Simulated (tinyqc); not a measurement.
What moves the zone average: special k points of the fcc lattice.

Lattice vectors in units of a: a1 = (0, 1/2, 1/2), a2 = (1/2, 0, 1/2), a3 = (1/2, 1/2, 0); reciprocal vectors b_i with a_i . b_j = 2 pi delta_ij. Mesh: k = sum_i f_i b_i with f_i = (2 j_i + shift)/(2 N), j_i = 0 .. N-1. The point group of the lattice has 48 operations; only those that map the mesh onto itself are used.

A_m(k) = sum over the m-th star of lattice vectors R of cos(k . R), stars in order of length: m = 1: |R|^2 = 0.5, 12 vectors, such as (1, 0, 0) in the basis a_i; m = 2: |R|^2 = 1, 6 vectors, such as (1, 1, -1) in the basis a_i; m = 3: |R|^2 = 1.5, 24 vectors, such as (2, 0, -1) in the basis a_i; m = 4: |R|^2 = 2, 12 vectors, such as (2, 0, 0) in the basis a_i; m = 5: |R|^2 = 2.5, 24 vectors, such as (2, 1, -1) in the basis a_i; m = 6: |R|^2 = 3, 8 vectors, such as (3, -1, -1) in the basis a_i. The zone mean of every A_m is zero.

Test function, the lower band of a two-band insulator: E(k) = -sqrt(D^2 + (e0 - t A_1(k))^2).

Parameters, chosen for this exercise (the lattice of Si, GaAs, Cu and Al; the results hold for these values, not for the real material): D = 2.33 eV (half gap term); t = 0.24 eV (coupling); e0 = 1.65 eV (offset); N = 5 (points along each reciprocal vector); shift = 0 (half steps).

Mean of E over the mesh, and its error against the unshifted mesh with N = 24.

Results for these values:
```
case  mean (eV)  error (meV)  irreducible points
base    -2.9515        -0.03                  10
```

What happens to each result for shift = 1, all else kept?

Answer: mean does not change at the printed digits; error rises from -0.03 to 0.00; irreducible points rises from 10 to 19.

The same for each parameter in turn:
```
case          mean (eV)  error (meV)  irreducible points
base            -2.9515        -0.03                  10
N = 6           -2.9515         0.00                  16
shift = 1       -2.9515         0.00                  19
D = 1.631 eV    -2.4237        -0.07                  10
t = 0.312 eV    -3.0219        -0.21                  10
```

tinyqc: `OMP_NUM_THREADS=1 python tinyqc.py 1650351 1650352 out.jsonl`; about 0.1 s, one thread, shared Intel(R) Xeon(R) Processor @ 2.30GHz.
